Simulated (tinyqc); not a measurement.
Wide-gap-emitter heterojunction bipolar transistor, Gummel numbers and transit times: two steps of the calculation.

One-dimensional n-p-n transistor in the forward active mode at low injection. In the base p(x) = NB exp(-eta x/wb) and ni(x)^2 = ni^2 exp((g0 + g1 x/wb)/Vt); electrons leave the base at vsat; band spikes at the emitter junction and recombination inside the emitter are ignored.

Inputs (values chosen for the exercise); band and dielectric values close to those of gallium arsenide:
```
symbol    value    unit                                             meaning
T           400       K                                         temperature
Eg         1.41      eV                                            band gap
eps_r        13                                       relative permittivity
Nc      6.82e17   cm^-3              conduction-band density of states at T
Nv       1.4e19   cm^-3                 valence-band density of states at T
vsat     7.84e6    cm/s                                 saturation velocity
wb           90      nm                                  neutral base width
NB       3.9e19   cm^-3                     base doping at the emitter edge
eta           0                              doping falls as exp(-eta x/wb)
g0            0      eV       gap reduction at the emitter edge of the base
g1        0.063      eV      further gap reduction across the base (linear)
Dn           19  cm^2/s          electron diffusion coefficient in the base
NE         7e17   cm^-3                                      emitter doping
gE         -0.2      eV  gap reduction in the emitter (negative: wider gap)
we          230      nm                               neutral emitter width
Dp          2.9  cm^2/s           hole diffusion coefficient in the emitter
Se          6e5    cm/s       recombination velocity at the emitter contact
tb        2e-10       s                       electron lifetime in the base
NC       7.4e16   cm^-3                                    collector doping
VCB         0.1       V                         collector-base reverse bias
```

Constants: q = 1.602176634e-19 C, kB = 1.380649e-23 J/K, Vt = kB T/q, eps0 = 8.8541878128e-14 F/cm where lengths are in cm. Results are converted to the units shown.

Question 1. Base Gummel number and transit time. f(x) = p(x) ni^2/ni(x)^2; I(x) = integral from x to wb of f/Dn, plus f(wb)/vsat; base Gummel number GB = I(0); electron density per unit flux n/(J/q) = I/f; base transit time tauB = integral of I/f over the base. Trapezoid rule on 9 equal steps.

Wanted: x; f; I; I/f; GB; tauB.

Answer 1.

| point | x (nm) | f (cm^-3) | I (s/cm^4) | I/f (s/cm) |
|---|---|---|---|---|
| 0 | 0.000 | 3.9000e19 | 9.3114e12 | 2.3875e-7 |
| 1 | 10.000 | 3.1832e19 | 7.4474e12 | 2.3396e-7 |
| 2 | 20.000 | 2.5982e19 | 5.9259e12 | 2.2808e-7 |
| 3 | 30.000 | 2.1207e19 | 4.6841e12 | 2.2088e-7 |
| 4 | 40.000 | 1.7309e19 | 3.6705e12 | 2.1206e-7 |
| 5 | 50.000 | 1.4128e19 | 2.8432e12 | 2.0125e-7 |
| 6 | 60.000 | 1.1532e19 | 2.1680e12 | 1.8801e-7 |
| 7 | 70.000 | 9.4122e18 | 1.6168e12 | 1.7178e-7 |
| 8 | 80.000 | 7.6824e18 | 1.1670e12 | 1.5190e-7 |
| 9 | 90.000 | 6.2705e18 | 7.9980e11 | 1.2755e-7 |

GB = 9.3114e12 s/cm^4
tauB = 1.7911 ps

Question 2. Gain, Early voltage and collector delay. ni = sqrt(Nc Nv) exp(-Eg/(2 Vt)), Eg in volts; GE = NE exp(-gE/Vt)(we/Dp + 1/Se); JC = J0 exp(VBE/Vt), J0 = q ni^2/GB; gain limited by back injection GE/GB, by base recombination tb/tauB, together 1/beta = the sum of the inverses; collector layer one-sided, Wc = sqrt(2 eps0 eps_r (Vbc + VCB)/(q NC)), Vbc = Vt ln(p(wb) NC/ni^2), Cjc = eps0 eps_r/Wc; Early voltage VA = GB q p(wb)/(f(wb) Cjc [1/Dn - (eta + g1/Vt)/(wb vsat)]), f(wb) = p(wb) exp(-(g0 + g1)/Vt), p(wb) = NB exp(-eta); tauC = Wc/(2 vsat).

GB = 9.3113821e12 s/cm^4
tauB = 1.7910598 ps

Find: ni; GE; J0; GE/GB; tb/tauB; beta; Wc; Cjc; VA; tauC.

Answer 2.

ni = 4.0490e9 cm^-3
GE = 2.2241e15 s/cm^4
J0 = 2.8209e-13 A/cm^2
GE/GB = 238.86
tb/tauB = 111.67
beta = 76.093
Wc = 168.87 nm
Cjc = 0.68160 fF/um^2
VA = 5093.1 V
tauC = 1.0770 ps

The gain is limited more by recombination in the base. beta VA = 3.88e5 V.

Range of the model: Heavy doping makes emitter or base degenerate; gE and g0 are to be read as apparent gap changes that include this.

Computed by the program tinyqc: `OMP_NUM_THREADS=1 python tinyqc.py 2320117 2320118 out.jsonl`, one thread of a shared Intel Xeon 2.30GHz, about 0.01 s for the whole run.
